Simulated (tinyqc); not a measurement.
Inside a calculation. Method: Hueckel theory of the pi electrons, for the molecule C=Cc1ccncc(=O)c1 (SMILES; centres numbered as the heavy atoms are written). Computed by tinyqc, a small Python program that keeps every step. Settings: charge = 0. Command: `OMP_NUM_THREADS=1 python tinyqc.py 20851 20852 out.jsonl` (the two numbers bound the seeds that draw the settings). One thread of a shared host (Intel(R) Xeon(R) Processor @ 2.60GHz), about 0.01 s of CPU time with the checks.

## The Hueckel matrix

Centres:
```
centre  z_r, pi electrons of the neutral centre         h
1C                                            1  0.000000
2C                                            1  0.000000
3C                                            1  0.000000
4C                                            1  0.000000
5C                                            1  0.000000
6N                                            1  0.500000
7C                                            1  0.000000
8C                                            1  0.000000
9O                                            1  1.000000
10C                                           1  0.000000
```

Bonds:
```
i    j         k
1    2         1
2    3         1
3    4         1
4    5         1
5    6         1
6    7  1.000000
7    8         1
8    9         1
8   10         1
10   3         1
```

H_rr = alpha + h_r beta, H_rs = k_rs beta for bonded centres.

Hueckel matrix in units of beta (H = alpha + beta A), lower triangle:
```
           1C        2C        3C        4C        5C        6N        7C        8C
1C   0.000000
2C   1.000000  0.000000
3C   0.000000  1.000000  0.000000
4C   0.000000  0.000000  1.000000  0.000000
5C   0.000000  0.000000  0.000000  1.000000  0.000000
6N   0.000000  0.000000  0.000000  0.000000  1.000000  0.500000
7C   0.000000  0.000000  0.000000  0.000000  0.000000  1.000000  0.000000
8C   0.000000  0.000000  0.000000  0.000000  0.000000  0.000000  1.000000  0.000000
9O   0.000000  0.000000  0.000000  0.000000  0.000000  0.000000  0.000000  1.000000
10C  0.000000  0.000000  1.000000  0.000000  0.000000  0.000000  0.000000  1.000000

           9O       10C
9O   1.000000
10C  0.000000  0.000000
```

## Orbitals

pi electrons, sum of z_r less the charge = 10

Diagonalise; E = alpha + x beta with beta < 0, so the largest x are filled first; degenerate levels share their electrons. P = sum n_i c_ri c_si; each orbital has its largest coefficient positive (the first on a tie).

x values: 2.298605  1.764015  1.637652  0.852684  0.693822  -0.389177  -0.396339  -1.132343  -1.767421  -2.061499

occupations: 2.000000  2.000000  2.000000  2.000000  2.000000  0.000000  0.000000  0.000000  0.000000  0.000000

coefficients:
```
          MO1        MO2        MO3        MO4        MO5        MO6        MO7        MO8
1C   0.082144  -0.212408  -0.164963   0.547859   0.278403  -0.294785   0.425170  -0.489211
2C   0.188818  -0.374691  -0.270152   0.467151   0.193162   0.114724  -0.168511   0.553955
3C   0.351873  -0.448553  -0.277452  -0.149527  -0.144383   0.250137  -0.358382  -0.138056
4C   0.268126  -0.374691   0.093234  -0.445123   0.193162  -0.462209  -0.168511  -0.259572
5C   0.264444  -0.212408   0.430136  -0.230023   0.278403  -0.070256   0.425170   0.431981
6N   0.339725   0.000000   0.611180   0.248987   0.000000   0.489551   0.000000  -0.229578
7C   0.346588   0.212408   0.265174   0.317837  -0.278403  -0.365041  -0.425170  -0.057230
8C   0.456944   0.374691  -0.176918   0.022028  -0.193162  -0.347485   0.168511   0.294383
9O   0.351873   0.490424  -0.277452  -0.149527   0.630882   0.250137  -0.120681  -0.138056
10C  0.351873  -0.041871  -0.277452  -0.149527  -0.486500   0.250137   0.479063  -0.138056

           MO9       MO10
1C    0.079564   0.173028
2C   -0.140623  -0.356696
3C    0.168976   0.562301
4C   -0.327006  -0.356696
5C    0.408980   0.173028
6N   -0.395835   0.000000
7C    0.488544  -0.173028
8C   -0.467629   0.356696
9O    0.168976  -0.116510
10C   0.168976  -0.445791
```

charge and bond-order matrix P, lower triangle:
```
            1C         2C         3C         4C         5C         6N         7C        8C
1C    0.913471
2C    0.898745   1.009138
3C    0.095667   0.423443   0.890396
4C   -0.207712  -0.009590   0.550432   0.912848
5C   -0.105258  -0.080723   0.126366   0.693521   0.860967
6N    0.126989   0.030699  -0.174526   0.074484   0.590912   1.101897
7C    0.072462   0.017837  -0.108445  -0.314376   0.019958   0.717901   0.828171
8C   -0.109152  -0.066682   0.132798  -0.162972  -0.187388   0.105183   0.503646  0.836576
9O    0.128446   0.019294  -0.175834   0.146283   0.159145  -0.174526  -0.141225  0.536947
10C  -0.267591  -0.013485   0.624351   0.113504  -0.236892  -0.174526   0.254812  0.569726

            9O       10C
9O    1.723361
10C  -0.208613  0.923175
```

## Energy, charges, bond orders

E = sum n x; q_r = z_r - P_rr; bond order p = P_rs; free valence = sqrt(3) - sum of p over the bonds of the atom.

pi energy = 10 alpha + this times beta = 14.493558

pi charges: 1C 0.086529, 2C -0.009138, 3C 0.109604, 4C 0.087152, 5C 0.139033, 6N -0.101897, 7C 0.171829, 8C 0.163424, 9O -0.723361, 10C 0.076825

Bond orders and lengths from R = 1.517 - 0.180 p (angstrom, C-C alone):
```
bond         p         R
1-2   0.898745  1.355226
2-3   0.423443  1.440780
3-4   0.550432  1.417922
4-5   0.693521  1.392166
5-6   0.590912         -
6-7   0.717901         -
7-8   0.503646  1.426344
8-9   0.536947         -
8-10  0.569726  1.414449
10-3  0.624351  1.404617
```

free valence of the carbons: 1C 0.833306, 2C 0.409862, 3C 0.133825, 4C 0.488098, 5C 0.447617, 7C 0.510504, 8C 0.121732, 10C 0.537973

gap between the highest filled and the next level = 1.083000 |beta|
